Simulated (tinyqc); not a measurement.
Worked calculation: optical transitions of a finite quantum well. Values are carried at full precision from step to step, so a last printed digit may differ when a step is redone from the rounded ones.

Each carrier sees a square well of width L with its own depth V and masses m (inside), mb (outside); c = hbar^2/2m0, k = sqrt(m E/c), kappa = sqrt(mb (V - E)/c), and level n solves k L + 2 atan[(k/m)/(kappa/mb)] = n pi. The envelope is cos(kz) for odd n and sin(kz) for even n inside, joins exp(-kappa (|z| - L/2)) outside, and is normalised to 1. Excitons and band mixing are left out.

Constants: hbar^2/2m0 = 3.80998211 eV angstrom^2; hc = 1239.841984 eV nm; fine-structure constant alpha = 0.007297352564.

Inputs chosen for the exercise (near those of an InGaAs well in InAlAs; shifted at random, so the results belong to these values and not to a real crystal):
- L = 100 angstrom (well width)
- Eg = 0.822 eV (gap of the well)
- Vc = 0.522 eV (conduction offset)
- Vv = 0.204 eV (valence offset)
- me = 0.0401 m0 (electron, well)
- meb = 0.0724 m0 (electron, barrier)
- mh = 0.365 m0 (heavy hole along z, well)
- mhb = 0.412 m0 (heavy hole, barrier)
- ml = 0.0544 m0 (light hole along z, well)
- mlb = 0.0902 m0 (light hole, barrier)
- Ns = 1.1 x 1e12/cm^2 (electrons in e1)
- n_r = 3.37 (refractive index)
- G = 3 meV (half width of the line)

## Confinement energies

Up to three levels for each carrier.

Levels:
```
level  E (eV)  k (1/angstrom)  kappa (1/angstrom)
e1     0.0507         0.02311             0.09463
e2     0.2043         0.04638             0.07769
e3     0.4483         0.06869             0.03742
hh1    0.0078         0.02725             0.14568
hh2    0.0309         0.05440             0.13682
hh3    0.0689         0.08126             0.12085
lh1    0.0318         0.02131             0.06385
lh2    0.1259         0.04240             0.04300
```

## Interband transitions

From e1 and e2 to each hole level: E = Eg + E_e + E_h, wavelength hc/E, squared overlap of the envelopes, and the strength |<S|p|v>|^2 in units of P^2 at the subband edge: overlap^2 times 1/2 (hh) or 1/6 (lh) for light polarised in the plane (TE), times 0 (hh) or 2/3 (lh) along z (TM).

Transitions:
```
pair    E (eV)  wavelength (nm)  overlap^2      TE      TM
e1-hh1  0.8805           1408.1     0.9817  0.4908  0.0000
e1-hh2  0.9036           1372.1     0.0000  0.0000  0.0000
e1-lh1  0.9045           1370.7     0.9931  0.1655  0.6621
e1-hh3  0.9417           1316.6     0.0111  0.0056  0.0000
e1-lh2  0.9986           1241.5     0.0000  0.0000  0.0000
e2-hh1  1.0341           1199.0     0.0000  0.0000  0.0000
e2-hh2  1.0572           1172.7     0.9425  0.4713  0.0000
e2-lh1  1.0581           1171.7     0.0000  0.0000  0.0000
e2-hh3  1.0953           1132.0     0.0000  0.0000  0.0000
e2-lh2  1.1522           1076.0     0.9589  0.1598  0.6393
```

The edge is e1-hh1 at 1408 nm. Pairs of opposite parity vanish exactly; e1-hh3 is allowed by parity and reaches 0.0111, only because the two envelopes leak differently into the barriers.

## Intersubband transitions from e1

z_1j = <1|z|j>; 1/m1 = <1|1/m|1>; f_1j = (m1/c)(E_j - E_1) z_1j^2, which sums to 1 over all bound and continuum states.

Transitions:
```
pair  E (meV)  wavelength (micrometre)  |z| (angstrom)        f
1-2    153.60                    8.072          24.356  0.96999
1-3    397.58                    3.118           0.000  0.00000
```

m1 = 0.04056 m0
sum of f over bound states = 0.9700

The continuum carries the remaining 0.0300. With hard walls z_12 = 16 L/(9 pi^2) = 18.01 angstrom and f_12 = 256/(27 pi^2) = 0.9607.

## Absorption of one well

For light polarised along z (a real waveguide or Brewster geometry adds an angle factor), with all electrons in e1 and none in e2, the peak fractional absorption is 4 pi alpha Ns c f_12/(n_r m1 G) and the area under the Lorentzian line is pi G times that, c = hbar^2/2m0; 1e12/cm^2 = 1e-4/angstrom^2. EF - E1 = 2 pi c Ns/m1 at zero temperature.

peak absorption = 9.091 %
area = 85.68 % meV
EF - E1 = 64.9 meV

EF lies below e2, as assumed.

## Checks

- Sum of f over all levels of a difference grid (60 cells across the well) against 1: 0.999 against 1.000.
- The strength f_12 on that grid against the matched envelopes: 0.969 against 0.970.

(tinyqc, `OMP_NUM_THREADS=1 python tinyqc.py 1252635 1252636 out.jsonl`, Intel(R) Xeon(R) Processor @ 2.30GHz, 1 thread, shared host, about 0.1 s.)
